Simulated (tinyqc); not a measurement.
## n-type polysilicon, carrier trapping at grain boundaries: effect of the doping

One-dimensional grains of size Lg, uniform ionised doping N, monovalent traps Qt at each boundary at a depth Et below (for electrons) or above (for holes) the band edge there, abrupt depletion of width W on each side of a boundary, Boltzmann statistics. xi is the distance from the band edge at the grain centre to the Fermi level. Trapped charge Qt/(1 + exp((xi + VB - Et)/Vt)) = 2 N W, barrier VB = q N W^2/(2 eps0 eps_r).

If the trap equation with xi = Vt ln(NB/N) has a root W < Lg/2, the grain is partly depleted; otherwise W = Lg/2 and the trap equation gives xi = Et - VB + Vt ln(Qt/(N Lg) - 1). N* = Qt/Lg. n0 = NB exp(-xi/Vt); mean density n0 (1 - 2 W/Lg) by charge balance in a partly depleted grain, and n0 (sqrt(pi)/2) erf(u)/u with u = sqrt(VB/Vt) in a fully depleted one; v = sqrt(kB T/(2 pi ms m0)); barrier resistivity Vt exp(VB/Vt)/(q fe n0 v Lg); grain resistivity (1 - 2 W/Lg)/(q n0 mug); effective mobility 1/(q mean density total resistivity). Rows with xi above 0.45 V, towards mid-gap, are left out, since the other carrier type is ignored.

Values chosen for this exercise; values of the order met in polycrystalline silicon:
- T = 350 K (temperature)
- eps_r = 11.7 (relative permittivity)
- NB = 3.53e19 cm^-3 (conduction-band density of states at T)
- Lg = 120 nm (grain size)
- Qt = 4e12 cm^-2 (trap density of a grain boundary)
- Et = 0.37 eV (depth of the trap level from the majority band edge at the boundary)
- ms = 0.3 m0 (mass for thermionic emission)
- fe = 1 (correction factor of the emission rate)
- mug = 110 cm^2/(V s) (mobility inside the grains)

Constants: q = 1.602176634e-19 C, kB = 1.380649e-23 J/K, m0 = 9.1093837015e-31 kg, Vt = kB T/q, eps0 = 8.8541878128e-14 F/cm where lengths are in cm. Results are converted to the units shown.

Effect of the doping:
columns A: N (cm^-3); B: N/N*; C: depleted share 2 W/Lg; D: VB (V); E: xi (V); F: mean density (cm^-3); G: resistivity (ohm cm); H: effective mobility (cm^2/(V s))
```
A             B        C        D        E         F         G      H
1.7e16  0.05100    1.000  0.04733   0.4109  2.799e13     331.6  672.7
3.4e16   0.1020    1.000  0.09465   0.3410  2.148e14     156.9  185.2
7e16     0.2100    1.000   0.1949   0.2151  9.837e15     67.03  9.466
1.4e17   0.4200   0.7614   0.2260   0.1668  3.340e16     37.99  4.919
2.9e17   0.8700   0.5332   0.2295   0.1448  1.354e17     20.68  2.229
6e17      1.800   0.3684   0.2267   0.1229  3.790e17     9.112  1.807
1.2e18    3.600   0.2475   0.2046   0.1020  9.030e17     2.215  3.120
2.5e18    7.500   0.1328   0.1228  0.07985  2.168e18   0.08898  32.35
5.2e18    15.60  0.06409  0.05946  0.05776  4.867e18   0.01430  89.71
1.1e19    33.00  0.03030  0.02812  0.03517  1.067e19  0.005685  102.9
```

As N goes from 1.7e16 to 1.1e19, VB goes from 0.0473 through a maximum of 0.230 (at N = 2.9e17 among the rows listed) to 0.0281 V, the resistivity falls from 332 to 0.00568 ohm cm and the effective mobility goes from 673 through a minimum of 1.81 (at N = 6e17 among the rows listed) to 103 cm^2/(V s). The steepest fall of the resistivity among the rows, as N^(-4.4), lies between N = 1.2e18 and 2.5e18 cm^-3; N* = 3.33e17 cm^-3. While the grain is fully depleted VB grows as N; once the traps are full it falls as 1/N. For N = 5.2e18, 1.1e19 xi is under 2.5 Vt, where Boltzmann statistics begin to fail. For N = 1.1e19 VB is below Vt, where abrupt depletion and thermionic emission are rough. For N = 7e16, 1.4e17 the grain is near the changeover between partial and full depletion, within a few Debye lengths, where both limits are rough. For N = 1.7e16, 3.4e16 the effective mobility exceeds mug, since drift through the depleted part of the grain is left out.

tinyqc, about 0.01 s, one thread, Intel Xeon 2.30GHz (shared host): `OMP_NUM_THREADS=1 python tinyqc.py 2830314 2830315 out.jsonl`
